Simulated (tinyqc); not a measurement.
Polytypes and stacking faults of a tetrahedral semiconductor in an axial Ising model with couplings up to third neighbours: one step, computed by the program tinyqc. Command: `OMP_NUM_THREADS=1 python tinyqc.py 3028255 3028256 out.jsonl polytype walk`. One thread of a shared host (Intel(R) Xeon(R) Processor @ 2.30GHz), about 0.01 s of CPU time with the checks.

Each double layer has s = +1 or -1 for the sense of its stacking step; E per pair of atoms = E0 - sum_n J_n <s_i s_(i+n)>, n = 1, 2, 3. Hexagonality h = (1 - <s_i s_(i+1)>)/2.

Problem. Electronic energy gained by the fault. The fault binds electrons in a two-dimensional band E_b below the conduction edge, g2 = m m0/(pi hbar^2) for one valley. With the Fermi level held by the bulk, eta = ln[n/N_c(T)], N_c(T) = N_c (T/300)^1.5, the grand potential falls by g2 (k_B T)^2 F1(x), x = eta + E_b/(k_B T), F1(x) = integral from 0 to infinity of ln(1 + exp(x - t)) dt; sheet density g2 k_B T ln(1 + e^x). Band bending by the trapped charge is left out, so the gain is an upper bound. Net fault energy = gamma of the single Shockley (42) fault less the electronic gain.

Inputs (values chosen for the exercise, of the order of those of SiC for J, a, G and the gaps):

| quantity | value | unit |
|---|---|---|
| binding energy of the fault level E_b | 0.31 | eV |
| in-plane mass m | 0.44 | m0 |
| effective density of states N_c at 300 K | 1.8e+19 | 1/cm^3 |
| electron density n | 8.4e+15 | 1/cm^3 |
| temperature T | 1350 | K |

Host polytype: 6H.

energy of the glide fault, single Shockley (42) = 1.950196 mJ/m^2

Constants: m_0 = 9.1093837015e-31 kg; hbar = 1.054571817e-34 J s; k_B = 1.380649e-23 J/K; k_B = 8.617333262e-05 eV/K.

Give: x; sheet density; electronic gain; net fault energy.

Solution.

x = -7.261

sheet density = 1.501e+10 1/cm^2

electronic gain = 0.002798 mJ/m^2

net fault energy = 1.947 mJ/m^2

The gain offsets 0.14 % of the fault energy.
